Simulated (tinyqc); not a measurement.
Changing the pipe diameter d: gas flow in a process chamber: flow regimes, conductance, effective pumping speed, pump-down, outgassing and purge. Computed by tinyqc, a small Python program. Command: `OMP_NUM_THREADS=1 python tinyqc.py 3120513 3120514 out.jsonl pump sweep`. One thread of a shared host (Intel(R) Xeon(R) Processor @ 2.30GHz), about 0.01 s of CPU time with the checks.

Ideal gas, isothermal flow, a pump of constant speed at the end of a round pipe; process gas, volume gas and outgassing are given the same properties. 1 sccm = 101325 Pa x 1e-6 m^3/60 s x T/273.15 K.

Inputs (values chosen for the exercise, modelled on nitrogen near room temperature):
```
quantity                     value            unit
molar mass M                 28.01           g/mol
molecular diameter            0.37              nm
viscosity eta                 17.8   micropascal s
temperature T                  350               K
chamber volume V                 7               L
wall area                      4.8             m^2
pipe length l                   11              cm
pump speed S                   210             L/s
process gas flow               140            sccm
outgassing rate after 1 h  3.8e-07  Pa m^3/(s m^2)
outgassing exponent n          1.1               -
target base pressure        0.0005              Pa
```

Constants: k_B = 1.380649e-23 J/K; u = 1.6605390666e-27 kg.

Method:
- Mean speed c = sqrt(8 k_B T/(pi m)); aperture conductance C_a = c pi d^2/16; molecular pipe C_m = C_a/(1 + 3 l/(4 d)) (Dushman form); viscous pipe C_v = pi d^4 p_mean/(128 eta l); Knudsen interpolation C = C_v + C_m (1 + x)/(1 + 1.24 x), x = d p_mean sqrt(m/(k_B T))/eta.
- Effective speed 1/S_eff = 1/S + 1/C_m; time constant V/S_eff; pressure at which the free path k_B T/(sqrt2 pi d_m^2 p) equals d.
- Steady flow: the pump inlet is at p_2 = Q/S, and the chamber pressure p_1 solves Q = C((p_1 + p_2)/2) (p_1 - p_2). Residence time = p_1 V/Q.
- Knudsen number = free path at the mean pressure over d.
- From the outgassing limit: t = 1 h x (q_1 A/(S_eff p_target))^(1/n) - 10 s; monolayer time at the target = 1e19 m^-2 x 4 k_B T/(p c) for unit sticking.

One run for each value:
```
pipe diameter d (cm)  S_eff in molecular flow (L/s)  chamber pressure p_1 (Pa)  time to the target (h)   C_m (L/s)
1.6                                            4.12                     23.581                 0.89303  4.1997e+00
2.5                                           13.72                      9.344                 0.29713  1.4679e+01
3.8                                           37.73                      4.175                 0.11680  4.5989e+01
5.8                                           84.09                      2.248                 0.05492  1.4025e+02
8.9                                          139.46                      1.638                 0.03365  4.1515e+02
14.0                                         179.70                      1.480                 0.02615  1.2455e+03
21.0                                         197.06                      1.451                 0.02383  3.1976e+03
32.0                                         204.77                      1.444                 0.02291  8.2220e+03
```

Over the rows, S_eff in molecular flow (L/s) rises from 4.12 to 205 (exponent d ln y / d ln x 2.7 between the first rows and 0.091 between the last); chamber pressure p_1 (Pa) falls from 23.6 to 1.44 (exponent d ln y / d ln x -2.1 between the first rows and -0.011 between the last); time to the target (h) falls from 0.893 to 0.0229 (exponent d ln y / d ln x -2.5 between the first rows and -0.093 between the last).

Caution (rows 1.60, 2.50, 3.80): S over the pipe area exceeds 0.3 of the mean molecular speed: the pipe end cannot pass this speed without choking, so p_2 = Q/S and the conductance formulas are only formal.
